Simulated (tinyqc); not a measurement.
From isotopically pure to strongly disordered: Debye-Callaway model of lattice thermal conductivity. Computed by tinyqc, a small Python program. Command: `OMP_NUM_THREADS=1 python tinyqc.py 3000657 3000658 out.jsonl callaway sweep`. One thread of a shared host (Intel(R) Xeon(R) Processor @ 2.30GHz), about 0.02 s of CPU time with the checks.

Three acoustic branches with one velocity v, cut at omega_D = k_B Theta/hbar; x = hbar omega/(k_B T). v and Theta are separate inputs: Theta cuts off the heat-carrying modes, so C need not reach 3 k_B/V. gamma is an effective value that sets the umklapp rate. Heat flows along the wire.

Inputs (values chosen for the exercise, modelled on diamond): sound velocity v = 13500 m/s; Debye temperature Theta = 2130 K; volume per atom V = 5.67 angstrom^3; mean atomic mass M = 12.01 u; effective Grueneisen parameter gamma = 4.94; umklapp exponent divisor b = 2; wire diameter D = 0.17 micrometre; specularity p = 0.6; normal-process factor f_N = 1.3; temperature T = 77 K.

Sample: wire. Point defects: isotopes. Normal processes: included.

Constants: k_B = 1.380649e-23 J/K; hbar = 1.054571817e-34 J s; u = 1.6605390666e-27 kg.

Method:
- Gamma is given directly by the isotope mixture. A = V Gamma/(4 pi v^3).
- Rates: point defects A omega^4; umklapp B omega^2 T exp(-Theta/(b T)) with B = hbar gamma^2/(M v^2 Theta); normal processes f_N B omega^2 T (T/Theta)^2. Boundaries: v/Lambda_B with Lambda_B = D (1 + p)/(1 - p).
- kappa_1 = c int tau_C g dx, g = x^4 e^x/(e^x - 1)^2, c = (k_B/(2 pi^2 v)) (k_B T/hbar)^3, over 0 < x < min(Theta/T, 40), by 96 Gauss-Legendre points in s with x = x_max s^2; 1/tau_C = 1/tau_R + 1/tau_N; kappa_2 = c [int (tau_C/tau_N) g dx]^2 / int (tau_C/(tau_N tau_R)) g dx; kappa = kappa_1 + kappa_2.
- Heat capacity C = 3 c int g dx / v^2; grey free path 3 kappa/(C v); the median free path v tau_C halves kappa_1 when the quadrature points are ordered by free path (each counted at half its weight, interpolated in the logarithm); likewise at 10 % and 90 %.

One run for each value:
```
mass variance Gamma  kappa (W/(m K))  median free path (nm)  grey free path (nm)
1.00e-07                       69.45                  677.0                680.0
5.00e-07                       69.44                  677.0                679.9
2.00e-06                       69.43                  676.9                679.8
1.00e-05                       69.35                  676.7                679.0
5.00e-05                       68.96                  675.8                675.2
3.00e-04                       66.94                  670.1                655.4
6.00e-03                       50.53                  604.0                494.8
3.00e-02                       34.17                  514.1                334.6
```

Give the missing row, mass variance Gamma = 1.00e-03.

Computed row:
```
mass variance Gamma  kappa (W/(m K))  median free path (nm)  grey free path (nm)
1.00e-03                       63.00                  657.0                616.9
```

Interpolating between the two neighbouring rows (the first column on a logarithmic scale, the others too where they are positive) misses most in kappa (W/(m K)), by 5.1 %. Over the rows, kappa (W/(m K)) falls from 69.4 to 34.2; median free path (nm) falls from 677 to 514; grey free path (nm) falls from 680 to 335. At the low end the exponent of kappa is 0.00, close to 0: so few defects do not matter. Rayleigh scattering grows as omega^4, so it removes the short waves first and leaves the heat to longer ones; each further decade of defects therefore costs less than a decade of kappa (steepest exponent here -0.24).
